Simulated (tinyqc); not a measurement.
# MOS inversion layer, Poisson-Schroedinger loop: effect of the temperature

Electrons confined at an insulator interface at z = 0, treated as a hard wall; parabolic valleys, Hartree approximation, no image or exchange terms. The depletion charge lies far deeper than the electrons and gives a uniform field q Nd/(eps0 eps_r); the gate balances all charge. Energies are counted from the band edge at the interface.

Schroedinger equation -(C/mz) psi'' + (V0 + U + dE for set B) psi = E psi, C = hbar^2/(2 m0), psi(0) = 0, on a uniform mesh of 800 nodes with a far wall at 28 nm, 8 levels a set; V0 = q Nd z/(eps0 eps_r); dU/dz = q (Ns - integral of n from 0 to z)/(eps0 eps_r), U(0) = 0; N_k = g md m0 q Vt/(pi hbar^2) ln(1 + exp((EF - E_k)/Vt)), g the number of valleys of the set, sum N_k = Ns. Triangular well: E_k = a_k (C F^2/mz)^(1/3), a_1 = 2.338107, a_2 = 4.087949, C = hbar^2/(2 m0), F in eV/nm. Fang-Howard (all electrons in the lowest level of set A): b^3 = 6 (mz1/C) q (Nd + 11 Ns/32)/(eps0 eps_r), centroid 3/b, level C b^2/(4 mz1) + (3/b) q (Nd + 11 Ns/16)/(eps0 eps_r). The centroid adds 3.9 z_av/eps_r to an oxide-equivalent thickness.

Inputs (values chosen for the exercise); masses and permittivity close to those of silicon (100):
```
symbol,value,unit,meaning
eps_r,11.7,,relative permittivity
mz1,0.9,m0,mass along z of valley set A (2 valley(s))
md1,0.19,m0,in-plane density-of-states mass of set A
mz2,0.189,m0,mass along z of valley set B (4 valley(s))
md2,0.416,m0,in-plane density-of-states mass of set B
Ns,1.3e12,cm^-2,sheet density of electrons
Nd,8.3e11,cm^-2,sheet density of depletion charge
dE,0,eV,extra shift of set B (strain)
```

Constants: q = 1.602176634e-19 C, kB = 1.380649e-23 J/K, hbar = 1.054571817e-34 J s, m0 = 9.1093837015e-31 kg, Vt = kB T/q, eps0 = 8.8541878128e-14 F/cm where lengths are in cm, hbar^2/(2 m0) = 0.0380998212 eV nm^2. Results are converted to the units shown.

The same in every row: Fang-Howard centroid (nm) = 2.13.

Effect of the temperature:
```
T (K),A1 (meV),B1 (meV),EF (meV),share of A1 (%),share of set A (%),centroid z_av (nm),added oxide equivalent (nm)
20,75.5,112,83.7,100,100,2.00,0.665
50,75.5,112,83.0,99.7,99.7,2.00,0.667
77,75.7,113,81.2,96.4,96.9,2.05,0.683
120,76.3,115,75.8,84.5,87.0,2.23,0.743
200,77.5,118,59.2,62.3,69.4,2.60,0.866
300,78.5,121,29.7,44.5,56.3,3.01,1.00
400,79.2,123,-6.22,33.9,49.1,3.40,1.13
500,79.6,125,-46.9,27.2,44.7,3.77,1.26
```

As T goes from 20 to 500, A1 rises from 75.5 to 79.6 meV, the share of A1 falls from 100 to 27.2 % and the centroid rises from 2.00 to 3.77 nm. EF lies more than 2 meV above A1 for T = 20, 50, 77. The Fang-Howard centroid is 6.6 % above the full one in the first row, where A1 holds 100 %, and 44 % below it in the last, where A1 holds 27.2 %.

Program tinyqc, `OMP_NUM_THREADS=1 python tinyqc.py 2160141 2160142 out.jsonl`; Intel Xeon 2.30GHz, shared host, one thread, about 0.9 s.
